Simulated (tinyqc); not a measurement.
Two-dimensional electron gas with Rashba and Dresselhaus coupling, step by step. Values are carried at full precision from step to step, so a last printed digit may differ when a step is redone from the rounded ones.

H = c k^2/m + al (ky sx - kx sy) + b1 (kx sx - ky sy) + gam kx ky (kx sy - ky sx), s the Pauli matrices, x = [100], c = hbar^2/2m0, b1 = gam (pi/L)^2 (hard walls). H = c k^2/m + B.s, so E = c k^2/m -/+ |B| and the lower state has its spin along -B.

Constants: hbar^2/2m0 = 3.80998211 eV angstrom^2; hbar = 6.58211957e-16 eV s.

Values chosen for the exercise (of the size met in GaAs; the results hold for these values, not for the real material): m = 0.0681 m0 (mass); al = 0.029 eV angstrom (Rashba constant); gam = 9.3 eV angstrom^3 (bulk Dresselhaus constant); L = 178 angstrom (width of the (001) well); n = 13 1e11/cm^2 (sheet density (one subband filled)); phi = 135 degrees (angle of k from [100]).

## Scales

b1; mean Fermi wave vector k0 = sqrt(2 pi n) (1e11/cm^2 = 1e-5/angstrom^2); E0 = c k0^2/m; b3 = gam k0^2/4; kR = al m/(2c) and ER = al kR/2, the shift and depth of a pure Rashba band.

b1 = 0.002897 eV angstrom
k0 = 0.02858 1/angstrom
E0 = 45.698 meV
b3 = 0.001899 eV angstrom
kR = 0.0002592 1/angstrom
ER = 0.003758 meV

The ratio al/(b1 - b3) is 29.06; kR is 0.9 % of k0.

## Spin-orbit field at one point of the Fermi circle

k = k0 (cos phi, sin phi). Form B, the splitting 2|B| and the direction of the lower spin, atan2(-By, -Bx).

Bx, By (meV): 0.6043  0.6043

splitting = 1.7092 meV
direction of the lower spin = -135.0 degrees

## The matrix

H = [[E0, Bx - i By], [Bx + i By, E0]] in meV; diagonalise. Precession period h/(2|B|) = 2 pi hbar/(splitting).

H (meV):
```
                  up            down
up           45.6982  0.6043-0.6043i
down  0.6043+0.6043i         45.6982
```

levels (meV): 44.8436  46.5528

period = 2.42 ps

## The two wave vectors at the energy E0 along this direction

Solve c k^2/m -/+ |B(k)| = E0. The spin turns by (k_outer - k_inner) per length, so a half turn takes pi/(difference).

k (1/angstrom): outer 0.028849, inner 0.028315

difference = 0.0005345 1/angstrom
length of a half turn = 587.8 nm

For linear terms alone the difference is (m/c)|B|/k, whatever the energy: every electron along this direction turns alike, the basis of the spin transistor. The cubic term makes it depend on density.

## Checks

- Difference of the Fermi wave vectors without Dresselhaus terms against al m/c: both 0.00051835.

tinyqc: `OMP_NUM_THREADS=1 python tinyqc.py 1481905 1481906 out.jsonl`; about 0.01 s, one thread, shared Intel(R) Xeon(R) Processor @ 2.30GHz.
